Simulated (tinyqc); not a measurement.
Inside a calculation. Model: capacitance of parallel on-chip lines from Laplace's equation on a mesh.

Computed by the program tinyqc: `OMP_NUM_THREADS=1 python tinyqc.py 2790198 2790199 out.jsonl`, one thread of a shared Intel Xeon 2.30GHz, about 1 s for the whole run. Printed values are rounded.

Cross-section of an endless row of equal lines between two grounded planes; neighbours are driven in antiphase (+1 V and -1 V), so the plane midway between two lines is at 0 V. By symmetry one quarter is solved: x runs from the centre of a line (column 0, mirror) to that midplane (column 4, 0 V), y from the mid-height of the line (row 0, mirror) to the ground plane (row 5, 0 V). The line fills columns 0 to 2 and rows 0 to 2 at 1 V. Cells beside the line (below row 2) have e2, cells above have e1. Each link between nodes has the conductance g = mean permittivity of the two cells beside it (a cell beyond a mirror counts as 0), and the free nodes obey sum g (V_neighbour - V) = 0.

Values chosen for this exercise: relative permittivity above and below the lines e1 = 2.4; relative permittivity between the lines e2 = 3.9; over-relaxation factor om = 1.2.

Constants: eps0 = 8.8541878128e-12 F/m. Results are converted to the units shown.

## Link conductances

gx[j, i] joins node (row j, column i) to column i + 1, gy[j, i] to row j + 1.

gx:

|  | col 0 | col 1 | col 2 | col 3 |
|---|---|---|---|---|
| row 0 | 1.95 | 1.95 | 1.95 | 1.95 |
| row 1 | 3.9 | 3.9 | 3.9 | 3.9 |
| row 2 | 3.15 | 3.15 | 3.15 | 3.15 |
| row 3 | 2.4 | 2.4 | 2.4 | 2.4 |
| row 4 | 2.4 | 2.4 | 2.4 | 2.4 |
| row 5 | 1.2 | 1.2 | 1.2 | 1.2 |

gy:

|  | col 0 | col 1 | col 2 | col 3 | col 4 |
|---|---|---|---|---|---|
| row 0 | 1.95 | 3.9 | 3.9 | 3.9 | 1.95 |
| row 1 | 1.95 | 3.9 | 3.9 | 3.9 | 1.95 |
| row 2 | 1.2 | 2.4 | 2.4 | 2.4 | 1.2 |
| row 3 | 1.2 | 2.4 | 2.4 | 2.4 | 1.2 |
| row 4 | 1.2 | 2.4 | 2.4 | 2.4 | 1.2 |

## Iteration 1: relaxation sweep

V at the start (V):

|  | col 0 | col 1 | col 2 | col 3 | col 4 |
|---|---|---|---|---|---|
| row 0 | 1 | 1 | 1 | 0 | 0 |
| row 1 | 1 | 1 | 1 | 0 | 0 |
| row 2 | 1 | 1 | 1 | 0 | 0 |
| row 3 | 0 | 0 | 0 | 0 | 0 |
| row 4 | 0 | 0 | 0 | 0 | 0 |
| row 5 | 0 | 0 | 0 | 0 | 0 |

One sweep visits the free nodes row by row from row 0, left to right, and replaces V by V + om (weighted mean of the neighbours - V), using new values at once.

V after sweep 1 (V):

|  | col 0 | col 1 | col 2 | col 3 | col 4 |
|---|---|---|---|---|---|
| row 0 | 1.00000 | 1.00000 | 1.00000 | 0.30000 | 0.00000 |
| row 1 | 1.00000 | 1.00000 | 1.00000 | 0.39000 | 0.00000 |
| row 2 | 1.00000 | 1.00000 | 1.00000 | 0.44486 | 0.00000 |
| row 3 | 0.30000 | 0.39000 | 0.41700 | 0.25856 | 0.00000 |
| row 4 | 0.09000 | 0.14400 | 0.16830 | 0.12806 | 0.00000 |
| row 5 | 0.00000 | 0.00000 | 0.00000 | 0.00000 | 0.00000 |

## Iteration 2: relaxation sweep

As before.

V after sweep 2 (V):

|  | col 0 | col 1 | col 2 | col 3 | col 4 |
|---|---|---|---|---|---|
| row 0 | 1.00000 | 1.00000 | 1.00000 | 0.47400 | 0.00000 |
| row 1 | 1.00000 | 1.00000 | 1.00000 | 0.49766 | 0.00000 |
| row 2 | 1.00000 | 1.00000 | 1.00000 | 0.45497 | 0.00000 |
| row 3 | 0.50100 | 0.54060 | 0.50684 | 0.27525 | 0.00000 |
| row 4 | 0.21870 | 0.24948 | 0.23165 | 0.12646 | 0.00000 |
| row 5 | 0.00000 | 0.00000 | 0.00000 | 0.00000 | 0.00000 |

## Course of the relaxation

Stop when no node changes by 1e-7 V. C = 4 eps0 sum g (difference of V along the link)^2, in aF/um.

Course of the iteration:

| sweep | C (aF/um) | largest change (V) |
|---|---|---|
| 1 | 284.778 | 0.445 |
| 2 | 257.981 | 0.201 |
| 3 | 255.357 | 0.0888 |
| 4 | 255.092 | 0.0346 |
| 5 | 255.083 | 8.15e-3 |
| 6 | 255.083 | 3.99e-4 |
| 7 | 255.083 | 5.41e-5 |
| 8 | 255.083 | 3.00e-5 |
| 9 | 255.083 | 6.44e-6 |
| 10 | 255.083 | 3.16e-6 |
| 11 | 255.083 | 1.49e-7 |
| 12 | 255.083 | 3.44e-8 |

Converged in 12 sweeps. Over the last four sweeps the change shrinks by about 0.18 a sweep. C comes down from above, since the solution minimises the energy.

## Capacitance per length

converged V (V):

|  | col 0 | col 1 | col 2 | col 3 | col 4 |
|---|---|---|---|---|---|
| row 0 | 1.00000 | 1.00000 | 1.00000 | 0.49340 | 0.00000 |
| row 1 | 1.00000 | 1.00000 | 1.00000 | 0.48679 | 0.00000 |
| row 2 | 1.00000 | 1.00000 | 1.00000 | 0.45378 | 0.00000 |
| row 3 | 0.63210 | 0.61315 | 0.53233 | 0.27879 | 0.00000 |
| row 4 | 0.30210 | 0.28816 | 0.23738 | 0.12904 | 0.00000 |
| row 5 | 0.00000 | 0.00000 | 0.00000 | 0.00000 | 0.00000 |

C = 4 eps0 sum g (difference of V)^2 over all links (twice the energy of the four quarters, line at 1 V). Plate estimate without fringing: eps0 [2 e1 w/hd + 2 e2 t/(s/2)], w = 4 hx, t = 4 hx, s/2 = 2 hx, hd = 3 hx.

C = 255.083 aF/um
plate estimate = 194.792 aF/um

C depends on the shape only, not on the mesh step hx. Meshes 6, 12 and 24 times finer extrapolate (Aitken) to 245.7 aF/um; this mesh is 3.8 % above that, and the plate estimate is 21 % below it.
